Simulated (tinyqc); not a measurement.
Ballistic conductance of a hard-wall wire of rectangular section by counting modes: conductance against Fermi energy.

Subband edges E_(a,b) = (C pi^2/m) [(a/W)^2 + (b/Hh)^2], a, b = 1, 2, ...; C = hbar^2/(2 m0). Every mode transmits fully; spin gives the factor 2 in 2 q^2/h, valleys the factor gv.

G = (2 q^2/h) gv M; at zero temperature M counts the edges below Ef, at T it is the sum of degeneracy times f. The smooth (Sharvin) count is kF^2 A/(4 pi), kF = sqrt(m Ef/C), A = W Hh, perimeter p = 2 (W + Hh), and with the boundary term kF^2 A/(4 pi) - kF p/(4 pi). f = 1/(1 + exp((E_n - Ef)/Vt)).

Parameters, values chosen for the exercise: temperature T = 300 K; mass m = 0.022 m0; valleys gv = 2; width W = 25 nm; height Hh = 17 nm.

Constants: q = 1.602176634e-19 C, kB = 1.380649e-23 J/K, hbar = 1.054571817e-34 J s, h = 6.62607015e-34 J s, m0 = 9.1093837015e-31 kg, Vt = kB T/q, hbar^2/(2 m0) = 0.0380998212 eV nm^2. Results are converted to the units shown.

Results:
```
Ef (eV),M at T = 0,M at T,smooth count,with boundary term,G (uS)
0.099,1,0.68436,1.9334,0.33514,106.05
0.169,2,1.4960,3.3004,1.2122,231.83
0.238,2,2.2861,4.6479,2.1699,354.26
0.308,4,3.5569,6.0149,3.1959,551.19
0.447,5,5.3171,8.7294,5.3334,823.95
0.516,7,6.6266,10.077,6.4282,1026.9
0.586,8,7.8250,11.444,7.5556,1212.6
0.655,9,8.9620,12.791,8.6805,1388.8
0.725,10,10.284,14.158,9.8335,1593.7
0.794,12,11.522,15.506,10.980,1785.5
```

Estimate the missing row, Ef = 0.377 eV.

Computed row:
```
Ef (eV),M at T = 0,M at T,smooth count,with boundary term,G (uS)
0.377,5,4.7242,7.3624,4.2436,732.07
```

With this row back in the table: The integer count climbs from 1 to 12; the smooth count goes as Ef^(1.00). In the last row M at T is 26 % below the smooth count and 4.9 % above the count with the boundary term: hard walls push the wave away from the edge and cost modes. The largest gap between M at T and the integer count is 0.50. In 8 of the 11 rows Ef exceeds 0.3 eV, where real bands are no longer parabolic.

tinyqc, about 0.6 s, one thread, Intel Xeon 2.30GHz (shared host): `OMP_NUM_THREADS=1 python tinyqc.py 2740122 2740123 out.jsonl`
